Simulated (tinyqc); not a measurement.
Grain growth, pinning, strength and diffusional creep of a polycrystal or thin film. Changing the anneal temperature T. Computed by tinyqc, a small Python program. Command: `OMP_NUM_THREADS=1 python tinyqc.py 3014774 3014775 out.jsonl grain sweep`. One thread of a shared host (Intel(R) Xeon(R) Processor @ 2.30GHz), about 0.01 s of CPU time with the checks.

One mean grain size d describes the structure.

Inputs (values chosen for the exercise, modelled on tungsten):
```
quantity                                    value        unit
shear modulus G                               157         GPa
Burgers vector b                            2.741    angstrom
atomic volume Omega                         15.85  angstrom^3
boundary energy gamma                         1.1       J/m^2
mobility prefactor M0                     1.4e-07   m^4/(J s)
activation energy of boundary motion Q_m     5.11          eV
anneal time t                                  13           s
initial grain size d0                          42          nm
particle volume fraction f                 0.0028           -
particle radius r                             1.7          nm
friction stress sigma_0                       500         MPa
Hall-Petch slope k_y                         0.77   MPa m^0.5
lattice diffusion energy Q_l                 5.35          eV
boundary diffusion energy Q_b                3.97          eV
lattice prefactor D0                      4.3e-05       m^2/s
boundary prefactor delta D0b              2.7e-15       m^3/s
applied stress sigma                           15         MPa
service temperature T_c                      1283           K
```

Sample: bulk.

Constants: k_B = 8.617333262e-05 eV/K; k_B = 1.380649e-23 J/K.

Method:
- M = M0 exp(-Q_m/(k_B T)). The driving pressure is 2 gamma/d. Zener pinning pressure 3 f gamma/(2 r) stops growth at d_Z = 4 r/(3 f). The limit is d_lim = d_Z.
- dd/dt = 2 M gamma (1/d - 1/d_lim) integrates to 2 M gamma t = d_lim (d0 - d) + d_lim^2 ln[(d_lim - d0)/(d_lim - d)]; without pinning d^2 = d0^2 + 4 M gamma t.
- Hall-Petch term k_y/sqrt(d). Orowan term 3.06 x 0.4 G b ln(2 rbar/b)/(pi lambda sqrt(1 - nu)) with nu = 1/3, rbar = sqrt(2/3) r, lambda = rbar (sqrt(pi/f) - 2). The terms are added to sigma_0.
- Nabarro-Herring rate = 14 sigma Omega D_l/(k_B T d^2), D_l = D0 exp(-Q_l/(k_B T)); Coble rate = 14 pi sigma Omega delta D_b/(k_B T d^3), delta D_b = delta D0b exp(-Q_b/(k_B T)); they are equal at d_x = pi delta D_b/D_l.

One run for each value:
```
anneal temperature T (K)  grain size d (nm)  size without pinning (nm)  yield stress (MPa)  time to 1 % strain (s)
2550                                   48.6                         49                5079               2.835e+06
2850                                   92.1                         96                4124               1.926e+07
3140                                  207.4                        228                3278               2.193e+08
3440                                  410.8                        513                2789               1.697e+09
3740                                  644.9                       1021                2546               6.535e+09
4040                                  786.3                       1839                2456               1.182e+10
4340                                  809.3                       3054                2443               1.288e+10
4630                                  809.5                       4684                2443               1.289e+10
4930                                  809.5                       6916                2443               1.289e+10
```

Over the rows, grain size d (nm) rises from 48.6 to 810; size without pinning (nm) rises from 49.0 to 6920 (exponent d ln y / d ln x between 6.0 and 9.0); yield stress (MPa) falls from 5080 to 2440.

Caution (rows 3740, 4040, 4340, 4630, 4930): T is above the melting point of the named material. Caution (rows 3740, 4040, 4340, 4630, 4930): the time to 1 % strain exceeds a century, so diffusional creep is negligible in practice.

Extremes, crossings and ranges named in words are read from the listed rows.
